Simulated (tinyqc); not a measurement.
# Inputs raised by 10 %, one at a time

Model: electron-beam lithography: double-Gaussian proximity function, edge placement and dose correction for parallel lines. Computed by tinyqc, a small Python program. Command: `OMP_NUM_THREADS=1 python tinyqc.py 3110626 3110627 out.jsonl proximity sens`. One thread of a shared host (Intel(R) Xeon(R) Processor @ 2.30GHz), about 0.02 s of CPU time with the checks.

Lines are infinitely long. Absorbed energy is counted so that the middle of a very large area written at dose 1 receives 1; the resist develops where it exceeds 1/2.

Inputs (values chosen for the exercise, of the order of those for 100 keV electrons in resist on silicon):
```
quantity,value,unit
forward range alpha,0.015,micrometre
backscatter range beta,30,micrometre
backscatter ratio eta,0.66,-
base dose D0,72,microcoulomb/cm^2
beam current,4.3,nA
pixel size,10,nm
width of the test line,0.17,micrometre
pattern density around the test line,0.13,-
```

line widths (micrometre): [0.052, 0.045, 9.4, 3.9, 3.3]

gaps between the lines (micrometre): [0.052, 0.11, 3.3, 0.084]

Constants: e = 1.602176634e-19 C.

Method:
- The first line starts at x = 0; each next one starts after the width and the gap.
- f(r) = [exp(-r^2/alpha^2)/alpha^2 + eta exp(-r^2/beta^2)/beta^2]/(pi (1 + eta)). A line from a to b at dose d gives E(x) = d [S(alpha) + eta S(beta)]/(1 + eta), S(s) = [erf((b - x)/s) - erf((a - x)/s)]/2.
- M_ij is the mean of E at the two edges of line i from line j at dose 1.
- Uncorrected edge energies are M 1. Solve M d = 1/2 for the doses d that put the mean edge energy of every line at the threshold.
- A test line of width w << beta in surroundings of density rho, all at dose d: near its edge E(x) = d [S + eta rho]/(1 + eta), S = [erf((b - x)/alpha) - erf((a - x)/alpha)]/2 for edges a and b, the second term being the background energy. Dose to size d_s = (1 + eta)/(erf(w/alpha) + 2 eta rho), dose = d_s D0; edge slope d [1 - exp(-w^2/alpha^2)]/(sqrt(pi) alpha (1 + eta)); width change per 1 % of dose = 2 x 0.01 x (1/2)/slope.
- With dose = d_s D0: electrons per pixel N = dose x pixel area/e; relative noise 1/sqrt(N); time per cm^2 of pattern area = dose x density/current; pixel rate = current/(dose x pixel area).

Runs:
```
input moved,from,to,width change per 1 % of dose (nm),largest over smallest dose,writing time per cm^2 (h),shot noise (%)
base run,-,-,0.31149,1.0265,0.85671,3.9630
forward range alpha (micrometre),0.015,0.0165,0.34264,1.0265,0.85671,3.9630
backscatter range beta (micrometre),30,33,0.31149,1.0206,0.85671,3.9630
backscatter ratio eta,0.66,0.726,0.31605,1.0292,0.87791,3.9149
width of the test line (micrometre),0.17,0.187,0.31149,1.0265,0.85671,3.9630
pattern density around the test line,0.13,0.143,0.31605,1.0265,0.92878,3.9919
beam current (nA),4.3,4.73,0.31149,1.0265,0.77883,3.9630
pixel size (nm),10,11,0.31149,1.0265,0.85671,3.6027
```

Exponents ln(y'/y) / ln(x'/x):
```
input,width change per 1 % of dose,largest over smallest dose,writing time per cm^2,shot noise
forward range alpha,1.000,0.000,0.000,0.000
backscatter range beta,0.000,-0.061,0.000,0.000
backscatter ratio eta,0.153,0.027,0.257,-0.128
width of the test line,0.000,0.000,0.000,0.000
pattern density around the test line,0.153,0.000,0.847,0.076
beam current,0.000,0.000,-1.000,0.000
pixel size,0.000,0.000,0.000,-1.000
```

Which inputs matter most for each result?

Among the inputs moved here: width change per 1 % of dose answers most in size to forward range alpha (exponent +1.000), next to backscatter ratio eta (+0.153); its exponent is below 0.0005 for backscatter range beta, width of the test line, beam current, pixel size. Its exponent +1.000 in forward range alpha: the edge slope goes as 1/alpha. Largest over smallest dose answers most in size to backscatter range beta (exponent -0.061), next to backscatter ratio eta (+0.027); its exponent is below 0.0005 for forward range alpha, width of the test line, pattern density around the test line, beam current, pixel size. Writing time per cm^2 answers most in size to beam current (exponent -1.000), next to pattern density around the test line (+0.847); its exponent is below 0.0005 for forward range alpha, backscatter range beta, width of the test line, pixel size. Shot noise answers most in size to pixel size (exponent -1.000), next to backscatter ratio eta (-0.128); its exponent is below 0.0005 for forward range alpha, backscatter range beta, width of the test line, beam current.

Extremes, crossings and ranges named in words are read from the listed rows.
